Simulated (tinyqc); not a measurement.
# Film and buried-oxide thickness from two coupling ratios

Inverse problem. In a depleted film -dVT/dVb is k1 = Cs Cbox/(Cox (Cs + Cbox)) for a front channel and k2 = Cbox (Cox + Cs)/(Cox Cs) for a back channel, with Cox = eps0 eox/tox, Cs = eps0 eps_r/ts, Cbox = 3.9 eps0/tb. Find ts and tb.

Parameters, values chosen for the exercise; band and dielectric values close to those of silicon: relative permittivity eps_r = 11.8; relative permittivity of the gate insulator (close to hafnium oxide) eox = 22.2; insulator thickness tox = 6.3 nm.

coupling ratios for a front and a back channel: [0.010740969, 0.041474347]

Answer. With y = Cox/Cs and z = Cox/Cbox, 1/k1 = y + z and k2 = (1 + y)/z, so y = (k2/k1 - 1)/(1 + k2); the thicknesses follow from y and z.

ts = 9.20 nm
tb = 100 nm

Computed by the program tinyqc: `OMP_NUM_THREADS=1 python tinyqc.py 2190089 2190090 out.jsonl`, one thread of a shared Intel Xeon 2.30GHz, about 0.3 s for the whole run.
